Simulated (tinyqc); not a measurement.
Inside a calculation. Method: plane-wave Kohn-Sham cycle with exchange-only LDA in a layered model solid. One step of it, computed by the program tinyqc.

Question. Iteration 2: levels at that k. Diagonalise the Hermitian matrix.

H (hartree), order -2, -1, +0, +1, +2:
$$\begin{pmatrix}
0.239052 & -0.021317 & 0.020223 & 0.008015 & -0.001090 \\
-0.021317 & -0.020663 & -0.021317 & 0.020223 & 0.008015 \\
0.020223 & -0.021317 & -0.107234 & -0.021317 & 0.020223 \\
0.008015 & 0.020223 & -0.021317 & -0.020663 & -0.021317 \\
-0.001090 & 0.008015 & 0.020223 & -0.021317 & 0.239052
\end{pmatrix}$$

Give: eigenvalues.

Answer.

eigenvalues (hartree): [-0.1168, -0.0439, 0.0058, 0.2413, 0.2432]
